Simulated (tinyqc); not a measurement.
Worked calculation: plane-wave Kohn-Sham cycle with exchange-only LDA in a layered model solid. One step of it, computed by the program tinyqc.

Task: Iteration 1: potential. V_H(G) = 4 pi rho(G)/G^2 for G != 0 (uniform background); v_x = -(3 rho/pi)^(1/3); V = V_ext + V_H + v_x; Fourier components f(G_m) = (1/N) sum_j f(x_j) exp(-i G_m x_j).

A solid whose potential varies along x alone (atomic units):
```
parameter                      value
period a                   12.400000
cross-section of the cell  23.000000
electrons per cell                 4
grid points                       16
plane waves -n..n, n               3
k points                           3
V1 in V1 cos(2 pi x/a)     -0.610000
```

density at the start, on the grid x_j = j a/N (e/bohr^3): 0.01402525  0.01402525  0.01402525  0.01402525  0.01402525  0.01402525  0.01402525  0.01402525  0.01402525  0.01402525  0.01402525  0.01402525  0.01402525  0.01402525  0.01402525  0.01402525

Give: Potentials on the grid; V(G_m), m = 0, 1, 2, ....

Result:

Potentials on the grid (hartree):
```
x          V_ext     V_H      v_x        V
0.0000   -0.6100  0.0000  -0.2375  -0.8475
0.7750   -0.5636  0.0000  -0.2375  -0.8010
1.5500   -0.4313  0.0000  -0.2375  -0.6688
2.3250   -0.2334  0.0000  -0.2375  -0.4709
3.1000         0  0.0000  -0.2375  -0.2375
3.8750    0.2334  0.0000  -0.2375  -0.0040
4.6500    0.4313  0.0000  -0.2375   0.1939
5.4250    0.5636  0.0000  -0.2375   0.3261
6.2000    0.6100  0.0000  -0.2375   0.3725
6.9750    0.5636  0.0000  -0.2375   0.3261
7.7500    0.4313  0.0000  -0.2375   0.1939
8.5250    0.2334  0.0000  -0.2375  -0.0040
9.3000         0  0.0000  -0.2375  -0.2375
10.0750  -0.2334  0.0000  -0.2375  -0.4709
10.8500  -0.4313  0.0000  -0.2375  -0.6688
11.6250  -0.5636  0.0000  -0.2375  -0.8010
```

V(G_m), m = 0, 1, 2, ... (hartree): -0.2375  -0.3050  0.0000  0.0000  0.0000  0.0000  0.0000
